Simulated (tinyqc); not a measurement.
Poole-Frenkel parameters from three currents.

Inverse problem. Poole-Frenkel conduction in an insulator follows J = s0 F exp[-(pt - sqrt(q F/(pi eps0 ei)))/Vt], Vt = kB T/q, F in V/cm. Find ei, pt and s0.

Constants: q = 1.602176634e-19 C, kB = 1.380649e-23 J/K, eps0 = 8.8541878128e-14 F/cm where lengths are in cm. Results are converted to the units shown.

J at (1.12 MV/cm, 350 K), (4.5 MV/cm, 350 K) and (4.5 MV/cm, 400 K) (A/cm^2): 2.2440088e-9  0.022382969  0.14676945

Solution. The two fields give the lowering coefficient and so ei; the two temperatures give the lowered barrier, to which the lowering is added back.

ei = 3.30
pt = 1.34 eV
s0 = 0.0170 S/cm

tinyqc, about 0.01 s, one thread, Intel Xeon 2.30GHz (shared host): `OMP_NUM_THREADS=1 python tinyqc.py 2370033 2370034 out.jsonl`
